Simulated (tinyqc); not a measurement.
# Sputter depth profiling of a dopant layer: erosion rate, quantification and the mixing-roughness response, step by step

A worked calculation. Computed by tinyqc, a small Python program that keeps every step. Command: `OMP_NUM_THREADS=1 python tinyqc.py 3019809 3019810 out.jsonl sims walk`. One thread of a shared host (Intel(R) Xeon(R) Processor @ 2.30GHz), about 0.04 s of CPU time with the checks. Intermediate numbers are printed to about 5 digits and carried at full precision; extremes and crossings named in words are read from the listed rows.

A rastered ion beam erodes silicon (49.94 atoms per nm^3). The measured profile is the true one convolved with a depth response.

Inputs (values chosen for the exercise, modelled on a dopant in silicon under an oxygen or caesium beam):
```
quantity,value,unit
beam energy E,1,keV
beam current,140,nA
raster side,500,um
sputter yield at 1 keV,1.4,-
mixing length at 1 keV,2,nm
roughness sigma,0.49,nm
depth of the top edge z0,48,nm
box width b,13,nm
box concentration C,8.4e+18,1/cm^3
relative sensitivity factor RSF,3.4e+20,1/cm^3
matrix count rate,390000,1/s
background count rate,3.5,1/s
counting time per point,1,s
level that defines the junction C_B,1e+16,1/cm^3
```

True profile: box.

Constants: e = 1.602176634e-19 C.

## Erosion and sensitivity

Scaling chosen for the exercise: yield Y = Y1 E^0.5, mixing length w = w1 E^0.5 (E in keV). Erosion rate = Y I/(e x raster^2 x density); depth step = rate x counting time; concentration = RSF x counts/matrix counts; detection limit = RSF x 3 sqrt(background x time)/(matrix rate x time).

yield Y = 1.4

mixing length w = 2 nm

erosion rate = 0.097984 nm/s

depth step = 0.097984 nm

detection limit = 4.8929e+15 1/cm^3

Caution: with so few background counts Poisson statistics, not 3 sqrt(N), set the true limit.

## Measured shape

Mixing alone turns a layer at z0 into (1/w) exp(-(z - z0 + w)/w) for z > z0 - w; roughness adds a Gaussian of width sigma. With x = z - z0 + w: g(x) = (1/(2w)) exp(sigma^2/(2 w^2) - x/w) erfc((sigma/w - x/sigma)/sqrt2), and its integral G(x) = (1/2) erfc(-x/(sigma sqrt2)) - w g(x). Measured: C [G(x) - G(x - b)]. Find the maximum, the full width at half maximum and the deep point where the profile falls to C_B; far down, the trailing edge decays by w ln(10) per decade.

depth of the maximum = 57.666 nm

peak concentration = 8.3727e+18 1/cm^3

full width at half maximum = 13.010 nm

apparent junction depth = 72.524 nm

trailing slope = 4.6052 nm/decade

The true deep edge lies at 61 nm, so the junction appears 11.5 nm too deep. The peak reaches 99.7 % of the true concentration.

## Moments

Convolution adds means and variances: the response has mean 0 (shift -w plus exponential mean w) and variance w^2 + sigma^2; a box adds the mean b/2 and the variance b^2/12.

centroid = 54.5 nm

standard deviation = 4.2806 nm

maximum minus centroid = 3.1662 nm

The centroid stays at the true position while the maximum lies deeper, so depth is read from the centroid.

## Points of the profile

Counts = concentration x matrix rate x time/RSF + background x time; relative noise 1/sqrt(counts). Depths are z0 - w + k (w + sigma), k = -0.5, 0, 0.5, 1, 2, 3, 5, 8, 12.

Profile:
```
k,z (nm),measured (1/cm^3),counts,relative noise
-0.5,44.755,3.3852e+15,7.3830e+00,0.36803
0.0,46.000,7.0969e+17,8.1755e+02,0.03497
0.5,47.245,3.7591e+18,4.3154e+03,0.01522
1.0,48.490,5.9076e+18,6.7799e+03,0.01214
2.0,50.980,7.6823e+18,8.8156e+03,0.01065
3.0,53.470,8.1934e+18,9.4018e+03,0.01031
5.0,58.450,8.2609e+18,9.4793e+03,0.01027
8.0,65.920,2.7164e+17,3.1509e+02,0.05634
12.0,75.880,1.8673e+15,5.6419e+00,0.42100
```

## Beam energy: resolution against speed

Width = full width at half maximum; the apparent junction is the deep point where the profile falls to C_B; time to profile to twice z0 = 2 z0/erosion rate, at fixed current.

Measured values:
```
E (keV),w (nm),peak (1/cm^3),width (nm),apparent junction (nm),time (min)
0.15,0.7746,8.3997e+18,13.000,65.596,42.162
0.25,1.0000,8.3997e+18,13.000,66.853,32.658
0.50,1.4142,8.3968e+18,13.001,69.193,23.093
1.00,2.0000,8.3727e+18,13.010,72.524,16.329
2.00,2.8284,8.2674e+18,13.061,77.230,11.546
4.00,4.0000,7.9780e+18,13.244,83.805,8.165
8.00,5.6569,7.4209e+18,13.726,92.855,5.773
```

From the highest to the lowest energy the width goes from 13.7 to 13.0 nm, towards the floor set by roughness and the box width 13 nm, and the junction error from 31.9 to 4.60 nm, at 7.3 times the time. Extrapolating the tail slope to zero energy separates mixing from real diffusion. Caution: the surface transient, segregation under the beam and the growth of roughness with depth are left out, and real yields fall faster near the sputter threshold.

Checks made by the program: dose under the measured profile (relative difference below 1e-10).
